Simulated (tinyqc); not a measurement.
Threshold of a short bulk MOSFET: charge sharing, barrier lowering, narrow width: one step of the calculation.

n-channel device on a p-type body, depletion approximation, full ionisation. Uniform doping N = Na. Vbi from Boltzmann statistics is rough for the degenerate source. Cox = eps0 eox/tox.

Problem. Short-channel and narrow-width shifts. Charge sharing (trapezoid; it ignores Vds): F = (xj/L)(sqrt(1 + 2 Wd/xj) - 1), lowering = body term times F. Barrier lowering: th = exp(-L/(2 l)) + 2 exp(-L/l), lowering = th [2 (Vbi - 2 pB) + Vds], DIBL = th. Narrow width: rise = body term times xw Wd/W. VT by each model = VT0 - lowering + rise.

Inputs (values chosen for the exercise); band and dielectric values close to those of silicon:
```
symbol   value  unit                                                    meaning
xj         120    nm                                             junction depth
Vds        1.2     V                                       drain-source voltage
W          560    nm                                                 gate width
xw      1.5708        shape factor of the fringing depletion at the width edges
L          530    nm                                             channel length
```

2 pB = 0.77636514 V
Wd = 141.01831 nm
body term = 0.39093501 V
VT0 = 0.17730015 V
Vbi = 0.99032746 V
l = 55.185545 nm

Wanted: F; lowering by charge sharing; th; lowering of the barrier; DIBL; narrow-width rise; VT, charge sharing; VT, barrier lowering.

Solution.

F = 0.18801
lowering by charge sharing = 73.500 mV
th = 0.0083484
lowering of the barrier = 13.591 mV
DIBL = 8.3484 mV/V
narrow-width rise = 154.64 mV
VT, charge sharing = 0.25844 V
VT, barrier lowering = 0.31835 V

L is 9.60 scale lengths. The charge-sharing lowering is 5.41 times the barrier lowering; the first falls off as 1/L and the second exponentially. Both describe the same loss of gate control, so they are alternatives and are not added.

Computed by the program tinyqc: `OMP_NUM_THREADS=1 python tinyqc.py 2002005 2002006 out.jsonl`, one thread of a shared Intel Xeon 2.30GHz, about 0.01 s for the whole run.
